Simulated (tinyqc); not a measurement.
Hot electrons in a saturated n-channel MOSFET, lucky-electron model: two steps of the calculation.

Beyond pinch-off the lateral field grows as Esat cosh(y/l) over the velocity-saturated region (pseudo-two-dimensional model). Impact ionisation in this region gives the substrate current, which biases the body forward through Rsub. Currents are per width. Local-field laws: they overstate ionisation when the field peak is narrower than an energy relaxation length.

Values chosen for this exercise; values close to those of silicon n-channel devices: channel length L = 0.35 um; oxide thickness tox = 8.4 nm; junction depth xj = 130 nm; threshold VT = 0.43 V; effective mobility mu = 310 cm^2/(V s); saturation velocity vs = 7.6e6 cm/s; ionisation prefactor Ai = 2e6 1/cm; ionisation field Bi = 1.72 MV/cm; resistance of the lightly doped drain Rd = 0 ohm um; substrate resistance Rsub = 24000 ohm um; fall of VT per volt of forward body bias kb = 0.33; drain voltage Vd = 2.3 V; gate voltage Vg = 1 V.

Constants: eps0 = 8.8541878128e-14 F/cm where lengths are in cm. Results are converted to the units shown.

Task 1. Length and field scales. Cox = 3.9 eps0/tox, l = sqrt(3 tox xj), Esat = 2 vs/mu.

Give: Cox; l; Esat; Esat L.

Result 1.

Cox = 0.4111 uF/cm^2
l = 57.24 nm
Esat = 0.04903 MV/cm
Esat L = 1.716 V

Task 2. Body bias from the substrate current. Cox = 3.9 eps0/tox. Overdrive g = Vg - VT + kb Vb; Vdsat = g Esat L/(g + Esat L); Id = Cox vs (g - Vdsat); dV = Vd - Id Rd - Vdsat; Em = sqrt((dV/l)^2 + Esat^2); Isub = Id (Ai/Bi) l Em exp(-Bi/Em). Vb(new) = Rsub Isub.

Vb after iteration 1 = 0.012934175 V
l = 57.236352 nm
Esat = 0.049032258 MV/cm

Find: Vdsat; Id; dV; Em; Isub; Vb after iteration 2.

Result 2.

Vdsat = 0.4303 V
Id = 44.98 uA/um
dV = 1.870 V
Em = 0.3303 MV/cm
Isub = 0.5418 uA/um
Vb after iteration 2 = 0.01300 V

Numbers from tinyqc (`OMP_NUM_THREADS=1 python tinyqc.py 2550103 2550104 out.jsonl`; about 0.01 s on one thread of a shared Intel Xeon 2.30GHz).
